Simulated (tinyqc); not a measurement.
# Front-illuminated p-i-n photodiode, quantum efficiency and bandwidth: what changes with what

Light enters through a p layer (0 to xp), a depleted layer (xp to xp + wi) and a thick n substrate, decaying as exp(-al x); one pass, no back reflection. Carriers made in the depleted layer are all collected; those in the neutral layers diffuse.

Parameters, values chosen for the exercise; values close to those of germanium at this wavelength: wavelength lam = 1550 nm; absorption coefficient al = 1520 1/cm; reflectance of the front face Rf = 0.02; relative permittivity eps_r = 15.4; thickness of the front p layer xp = 0.59 um; thickness of the depleted layer wi = 3.8 um; electron diffusion coefficient in the p layer Dn = 38 cm^2/s; electron diffusion length in the p layer Ln = 3.9 um; recombination velocity of the front surface S = 1000 cm/s; hole diffusion length in the thick n substrate Lp = 36 um; electron drift velocity ve = 5.96e6 cm/s; hole drift velocity vh = 4.01e6 cm/s; diameter dia = 36 um; load resistance RL = 50 ohm; parasitic capacitance Cp = 20 fF.

Constants: q = 1.602176634e-19 C, h = 6.62607015e-34 J s, c = 299792458 m/s, eps0 = 8.8541878128e-14 F/cm where lengths are in cm. Results are converted to the units shown.

Each table varies one quantity; the others keep the values above.

## Efficiency and bandwidth against the thickness of the depleted layer

k = al Ln, s = S Ln/Dn, e = exp(-al xp); front layer f1 = (k/(k^2 - 1)) {[s + k - e (s cosh(xp/Ln) + sinh(xp/Ln))]/[s sinh(xp/Ln) + cosh(xp/Ln)] - k e}; depleted layer f2 = e (1 - exp(-al wi)); substrate f3 = e exp(-al wi) al Lp/(1 + al Lp); external efficiency (1 - Rf)(f1 + f2 + f3); responsivity = efficiency q lam/(h c). Drift response for pairs made in the depleted layer, a = al wi, g = 1 - exp(-a), u = 2 pi i f, te = wi/ve, th = wi/vh: electrons He = [g - a (exp(-a) - exp(-u te))/(u te - a)]/(u te g), holes Hh = [g - a (1 - exp(-a - u th))/(a + u th)]/(u th g); C = eps0 eps_r pi (dia/2)^2/wi + Cp; total |He + Hh|/sqrt(1 + (2 pi f RL C)^2), for the current of the depleted layer alone. Limits are the frequencies at which each factor falls to 1/sqrt(2); inverse-square sum (f_transit^-2 + f_RC^-2)^(-1/2); the diffusion currents f1 and f3 are left out of the bandwidth.

Efficiency and bandwidth against the thickness of the depleted layer:
columns A: wi (um); B: f2; C: f1 + f3; D: responsivity (A/W); E: transit limit (GHz); F: RC limit (GHz); G: 3 dB bandwidth (GHz); H: inverse-square sum (GHz); I: bandwidth x (1 - Rf) f2 (GHz)
```
A           B        C      D       E      F       G       H       I
0.47  0.06303   0.8047  1.063   54.95  10.10   9.867   9.929  0.6095
0.8    0.1047   0.7695  1.071   32.40  16.45   14.22   14.67   1.459
1.3    0.1639   0.7194  1.082   20.05  25.11   14.96   15.67   2.404
2.3    0.2697   0.6300  1.102   11.45  39.62   10.83   11.00   2.863
3.8    0.4011   0.5189  1.127   7.040  56.31   6.961   6.986   2.736
6.4    0.5686   0.3773  1.159   4.283  76.36   4.273   4.276   2.381
11     0.7425   0.2303  1.192   2.578  97.59   2.577   2.577   1.875
18     0.8550   0.1352  1.213   1.622  114.9   1.622   1.622   1.359
30     0.9047  0.09314  1.222  0.9779  129.3  0.9779  0.9779  0.8669
```

What does the table show?

As wi goes from 0.47 to 30, the responsivity rises from 1.06 to 1.22 A/W and the bandwidth goes from 9.87 through a maximum of 15.0 (at wi = 1.3 among the rows listed) to 0.978 GHz. The RC limit is the lower one for wi = 0.47, 0.8, the transit limit elsewhere. Adding inverse squares of the two limits is within 4.7 % of the full result. The product of bandwidth and fast efficiency goes from 0.610 through a maximum of 2.86 (at wi = 2.3 among the rows listed) to 0.867 GHz. For wi = 0.47, 0.8, 1.3, 2.3, 3.8, 6.4, 11 the diffusion currents exceed 0.3 of the drift current; their own response times, left out, may then shape the whole response.

## Efficiency and bandwidth against the absorption coefficient

Same model as above.

lam is held fixed while al varies.

The same in every row: RC limit (GHz) = 56.31.

Efficiency and bandwidth against the absorption coefficient:
columns A: al (1/cm); B: f2; C: f1 + f3; D: responsivity (A/W); E: transit limit (GHz); F: 3 dB bandwidth (GHz); G: inverse-square sum (GHz); H: bandwidth x (1 - Rf) f2 (GHz)
```
A             B        C       D      E      F      G         H
30      0.01132  0.09795  0.1339  6.767  6.697  6.719   0.07426
90      0.03344   0.2405  0.3356  6.779  6.708  6.730    0.2198
300      0.1059   0.4726  0.7086  6.818  6.746  6.769    0.6998
900      0.2747   0.5660   1.030  6.929  6.854  6.878     1.845
3000     0.5698   0.4061   1.196  7.280  7.193  7.220     4.017
9000     0.5688   0.4270   1.220  7.736  7.637  7.664     4.257
30000    0.1703   0.8213   1.215  7.257  7.178  7.198     1.198
90000  0.004942   0.9833   1.211  6.990  6.920  6.937   0.03351
3e5    2.056e-8   0.9873   1.210  6.951  6.882  6.899  1.387e-7
```

As al goes from 30 to 3e5, the responsivity goes from 0.134 through a maximum of 1.22 (at al = 9000 among the rows listed) to 1.21 A/W and the bandwidth goes from 6.70 through a maximum of 7.64 (at al = 9000 among the rows listed) to 6.88 GHz. The transit limit is the lower one in every row. Adding inverse squares of the two limits is within 0.37 % of the full result. Strong absorption puts the pairs into the front layer, where they must diffuse against surface loss; weak absorption lets light pass beyond a diffusion length of the junction. In every row the diffusion currents exceed 0.3 of the drift current; their own response times, left out, may then shape the whole response.

Program tinyqc, `OMP_NUM_THREADS=1 python tinyqc.py 2250120 2250121 out.jsonl`; Intel Xeon 2.30GHz, shared host, one thread, about 0.01 s.
